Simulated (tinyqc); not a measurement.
Inside a calculation. Model: ballistic transport through the one-dimensional subbands of a rectangular nanowire or nanosheet channel. Computed by tinyqc, a small Python program that keeps every step. Command: `OMP_NUM_THREADS=1 python tinyqc.py 3014068 3014069 out.jsonl wire walk`. One thread of a shared host (Intel(R) Xeon(R) Processor @ 2.30GHz), about 0.02 s of CPU time with the checks. Intermediate numbers are printed to about 5 digits and carried at full precision; extremes and crossings named in words are read from the listed rows.

Hard walls, parabolic subbands, transport along x. Energies are counted from the bulk conduction band edge at the top of the barrier, which the gate pulls down by U; the source Fermi level lies at the bulk edge when U = 0.

Inputs (values chosen for the exercise, modelled on silicon): light mass m_t = 0.2 m_0; heavy mass m_l = 0.917 m_0; height a = 3.4 nm; width b = 3.9 nm; equivalent oxide thickness t = 1.9 nm; gate voltage above flat band V_G = 0.37 V; drain voltage V_D = 0.01 V; temperature T = 150 K; mean free path for back-scattering lambda = 14 nm; channel length L = 20 nm.

Valleys: silicon [100] wire.

Constants: hbar^2/(2 m_0) = 3.80998212 eV angstrom^2; k_B = 8.617333262e-05 eV/K; m_0 = 9.1093837015e-31 kg; k_B = 1.380649e-23 J/K; hbar = 1.054571817e-34 J s; eps_0 = 8.8541878128e-12 F/m; e = 1.602176634e-19 C; h = 6.62607015e-34 J s.

## Subbands

E_pq = (hbar^2 pi^2/2)(p^2/(m_y b^2) + q^2/(m_z a^2)); valley pairs: (m_x, m_y, m_z) = (m_t, m_t, m_l), (m_t, m_l, m_t), (m_l, m_t, m_t), each with degeneracy g = 2; the 10 lowest subbands are kept.

Subbands:
```
valley axis  p  q  E (meV)  m_x (m_0)
z            1  1   159.09      0.200
y            1  1   189.60      0.200
z            1  2   265.50      0.200
y            2  1   270.48      0.200
x            1  1   286.26      0.917
y            3  1   405.29      0.200
z            1  3   442.87      0.200
z            2  1   529.92      0.200
y            4  1   594.01      0.200
z            2  2   636.34      0.200
```

The second subband lies 30.5 meV, or 2.36 k_B T, above the first; the lowest belongs to the valleys with the heavy mass across the height.

## Self-consistent barrier

F_j(eta) = (1/Gamma(j + 1)) int_0^infinity x^j/(1 + exp(x - eta)) dx, F_0 = ln(1 + exp(eta)). Integrals over x = E/(k_B T) use 160 Gauss-Legendre points in u = sqrt(x) from 0 to sqrt(max(eta, 0) + 32). With degeneracy g = 2, eta_i = (U - E_i)/(k_B T) and u = e V_D/(k_B T): line density n = sum_i g sqrt(2 m_x k_B T/pi)/(2 hbar) [F_-1/2(eta_i) + F_-1/2(eta_i - u)]; gate: e n = C_ox (V_G - U/e), C_ox = 3.9 eps_0 2 (a + b)/t (flat-plate estimate); I = (2 e k_B T/h) sum_i g [F_0(eta_i) - F_0(eta_i - u)].

C_ox = 265.35 aF/micrometre

U = 173.80 meV

Occupation:
```
subband    eta_i  n_i (1/nm)  I_i (microampere)
1          1.138  2.7033e-01         1.0500e+00
2         -1.223  5.4232e-02         2.6184e-01
3         -7.095  1.7809e-04         8.9460e-04
4         -7.480  1.2117e-04         6.0869e-04
5         -8.700  7.6603e-05         1.7973e-04
6        -17.908  3.5843e-09         1.8007e-08
7        -20.816  1.9574e-10         9.8338e-10
8        -27.551  2.3266e-13         1.1689e-12
9        -32.509  1.6354e-15         8.2163e-15
10       -35.784  6.1833e-17         3.1065e-16
```

line density n = 0.32494 1/nm

ballistic current I = 1.3135 microampere

mean velocity I/(e n) = 0.25231 1e7 cm/s

1 of the subbands lie below the source Fermi level; the lowest carries 80 % of the current with 83 % of the charge. The gate spends 47 % of V_G on moving the bands.

## Conductance, capacitance and scattering

Linear conductance G = (2 e^2/h) sum_i g f(eta_i), g = 2, f = 1/(1 + exp(-eta_i)), with the barrier frozen at the eta_i above; current per perimeter I/(2(a + b)); with scattering, transmission lambda/(lambda + L) and low-bias resistance (1 + L/lambda)/G.

open modes sum g f = 1.9728

ballistic conductance = 152.86 microsiemens

current per perimeter = 89.967 microampere/micrometre

transmission = 0.41176

low-bias resistance with scattering = 15.888 kiloohm

Even without scattering the wire has h/(2 e^2 M) = 6.54 kiloohm, which sits in the contacts.

## Gate sweep

Open modes are sum_i g/(1 + exp(-eta_i)). The last column is e dn/dV_G over C_ox, taken up to the next row.

Against the gate voltage:
```
V_G (V)  U (meV)    n (1/nm)  I (microampere)  open modes    C_g/C_ox
-0.140   -140.00  2.1013e-11       1.0557e-10  1.9568e-10  2.7152e-07
-0.041    -41.00  4.4540e-08       2.2376e-07  4.1476e-07  2.3566e-03
0.079      78.72  4.6839e-04       2.3524e-03  4.3583e-03  4.4985e-01
0.210     150.79  9.8066e-02       4.6352e-01  7.8469e-01  8.4040e-01
0.310     166.75  2.3725e-01       1.0181e+00  1.5813e+00  8.9022e-01
0.440     181.02  4.2892e-01       1.6245e+00  2.3753e+00  9.0903e-01
0.580     193.75  6.3969e-01       2.1627e+00  3.0457e+00  9.1581e-01
0.740     207.22  8.8236e-01       2.6397e+00  3.5865e+00  9.1414e-01
0.910     221.82  1.1397e+00       2.9779e+00  3.9565e+00  9.1063e-01
1.100     238.80  1.4263e+00       3.2838e+00  4.3856e+00           -
```

Between the first two rows the current rises one decade per 30 mV, against the limit ln(10) k_B T/e = 30 mV. Above threshold C_g/C_ox lies between 0.84 and 0.92: the quantum capacitance in series costs little, since heavy or many subbands hold the charge.

Checks made by the program: density of the lowest subband against a direct sum over k (relative difference 1e-09).
